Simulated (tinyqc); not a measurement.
## Potential step from the flux

Question. On one interval J = (q mu Vt/hx) [nb B(d) - na B(-d)], B(d) = d/(exp(d) - 1), d = (psi_b - psi_a)/Vt. Find psi_b - psi_a, and the step at which J would vanish.

Values chosen for this exercise: temperature T = 400 K; electron mobility mu = 1340 cm^2/(V s); density at the left node na = 2.4e14 cm^-3; density at the right node nb = 4.1e15 cm^-3; node spacing hx = 120 nm.

Constants: q = 1.602176634e-19 C, kB = 1.380649e-23 J/K, Vt = kB T/q. Results are converted to the units shown.

J = 7349.5204 A/cm^2

Answer. B(d) falls and B(-d) rises with d, so J falls steadily with the step and one value matches. J = 0 needs nb/na = exp(d), the Boltzmann ratio.

psi_b - psi_a = -0.0940 V
step for J = 0 = 0.0978 V

Program tinyqc, `OMP_NUM_THREADS=1 python tinyqc.py 2220132 2220133 out.jsonl`; Intel Xeon 2.30GHz, shared host, one thread, about 0.01 s.
